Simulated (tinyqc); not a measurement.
Kink density above f_c: Frenkel-Kontorova chain: a misfit dislocation (kink) in a monolayer on a periodic substrate. Computed by tinyqc, a small Python program. Command: `OMP_NUM_THREADS=1 python tinyqc.py 3027668 3027669 out.jsonl fkchain walk`. One thread of a shared host (Intel(R) Xeon(R) Processor @ 2.30GHz), about 0.01 s of CPU time with the checks.

E = sum_j [(k/2)(x_(j+1) - x_j - b)^2 + (W/2)(1 - cos(2 pi x_j/a))], x_j = a (j + u_j). A kink takes u from 0 to 1: the chain is stretched by one period and has one atom fewer than wells.

Inputs (values chosen for the exercise, for a model overlayer):
```
quantity              value           unit
spring constant k      1.83  eV/angstrom^2
substrate period a     4.13       angstrom
corrugation W          1.09             eV
misfit f = (b - a)/a   0.21              -
atomic mass M           116              u
```

Constants: nu for 1 eV/(angstrom^2 u) = 15.6333042 THz.

Method. l0 = sqrt(k a^2/(2 W)); kink u(j) = (2/pi) arctan exp(pi j/l0); kink energy at f = 0: E0 = (4/pi) W l0; with misfit E0 - k a^2 f; kinks become favourable at f_c = 2/(pi l0), and a coherent chain with free ends loses stability at f_m = 1/l0. Lowest vibration of the flat chain: nu0 = 15.6333042 THz x sqrt(2 pi^2 W/(a^2 M)). Frank and van der Merwe: the modulus q solves f = 2 E(q)/(pi l0 q), and the kinks per atom are pi/(2 l0 q K(q)), with the complete elliptic integrals K and E; strain left = f - density (for f above f_c = 2/(pi l0)).

critical misfit f_c = 0.168241

kink width l0 = 3.78397

Continuum ground state:
```
f             q  kinks per atom  strain left
0.1691  0.99898         0.09267     0.076431
0.1716  0.99529         0.11191     0.059685
0.1767  0.98660         0.13090     0.045799
0.1851  0.97067         0.15066     0.034441
0.2019  0.93619         0.17886     0.023038
0.2355  0.86555         0.22255     0.012952
0.2860  0.76736         0.27919     0.006815
0.3701  0.63535         0.36705     0.003054
```

What follows from these numbers?

0.51 % above f_c the density is already 0.55 of f: kinks repel only exponentially, so they flood in, as 1/|ln(f - f_c)|. At 2.2 f_c they take up 99.2 % of the misfit and the layer floats nearly free. Caution: a corrugation above 1 eV is larger than real overlayers usually show; it is chosen to keep the kink narrow.
